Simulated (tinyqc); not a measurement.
Energy and lattice constant: complex band structure along [001] in sp3s* tight binding.

For k = (0, 0, kz) the phase sums are g0 = cos(phi) and g3 = i sin(phi), phi = kz a/4, and the s, pz, s* orbitals of anion (a) and cation (c) decouple from px, py. With z = exp(i phi), H(z) = H0 + z T + T^T/z for any complex z. H0 is diagonal (Esa, Epa, Exa, Esc, Epc, Exc). The anion-cation block is B(z) = z U + W/z and the cation-anion block z W^T + U^T/z, where U has Vss/2 (s,s), Vsapc/2 (s,z), -Vscpa/2 (z,s), Vxx/2 (z,z), Vxapc/2 (s*,z), -Vpaxc/2 (z,s*), and W has the same values with the s-z and s*-z signs reversed. |z| = 1 is a band state, |z| < 1 decays along [001] as exp(-kappa d) over a distance d, kappa = -(4/a) ln|z|. No spin-orbit coupling.

Values chosen for the exercise (out of a larger set: near a published set for Si, fitted to gaps, whose masses and valley positions are rough (light masses up to twice too heavy); not measured data): p = (-4.211, 1.709, -4.211, 1.709, 6.693, 6.693, -8.296, 1.716, 4.588, 5.743, 5.743, 5.381, 5.381) eV (order Esa, Epa, Esc, Epc, Exa, Exc, Vss, Vxx, Vxy, Vsapc, Vscpa, Vxapc, Vpaxc); a = 5.427 angstrom (lattice constant); dE = 0.25 eV (E - Ev).

The slowest root of the s-pz block and the heavy-hole branch, sinh^2(kappa a/4) = ((E - Epa)(E - Epc) - Vxx^2)/(Vxx^2 - Vxy^2), at E = Ev + dE with Ev the lower root of [[Epa, Vxx], [Vxx, Epc]]; the couplings are kept when a changes.

Results for these values:
```
case  slowest kappa (1/angstrom)  heavy-hole kappa (1/angstrom)
base                      0.1059                         0.1534
```

What happens to each result for a = 5.59 angstrom, all else kept?

Answer: slowest kappa falls from 0.1059 to 0.1028; heavy-hole kappa falls from 0.1534 to 0.1489.

The same for each parameter in turn:
```
case               slowest kappa (1/angstrom)  heavy-hole kappa (1/angstrom)
base                                   0.1059                         0.1534
dE = 0.22 eV                           0.0996                         0.1447
a = 5.59 angstrom                      0.1028                         0.1489
```

With the couplings fixed, kappa a stays, so kappa scales as 1/a.

(tinyqc, `OMP_NUM_THREADS=1 python tinyqc.py 1452837 1452838 out.jsonl`, Intel(R) Xeon(R) Processor @ 2.30GHz, 1 thread, shared host, about 0.01 s.)
